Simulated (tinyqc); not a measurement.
Level and width from two currents at zero temperature.

Problem. In a resonant-tunnelling diode at zero temperature a sharp resonance at Er = E0 - alpha V between the emitter band edge and Ef carries J = K (pi/2) G Tp (Ef - Er), K = q^3 mw m0/(2 pi^2 hbar^3) (times 1e-4 for A/cm^2 per eV^2), with G its full width and Tp its peak transmission, G Tp taken as constant, and no back flow. Find G Tp and E0.

Parameters, values chosen for the exercise; masses and offsets close to those of GaN wells and AlGaN barriers:
- mw = 0.21 m0 (mass in the well, spacer and contacts)
- Ef = 0.053 eV (Fermi energy of both contacts above their band edges)
- alpha = 0.5 (share of the bias at the well)

Constants: q = 1.602176634e-19 C, hbar = 1.054571817e-34 J s, m0 = 9.1093837015e-31 kg. Results are converted to the units shown.

J at V = 0.14 and 0.21 V (kA/cm^2): 704.65260  2759.8893

Answer. J is linear in V: the slope gives G Tp, and the onset V0, where the line meets zero, gives E0 = Ef + alpha V0.

G Tp = 11.0 meV
E0 = 0.111 eV

tinyqc, about 0.08 s, one thread, Intel Xeon 2.30GHz (shared host): `OMP_NUM_THREADS=1 python tinyqc.py 2600038 2600039 out.jsonl`
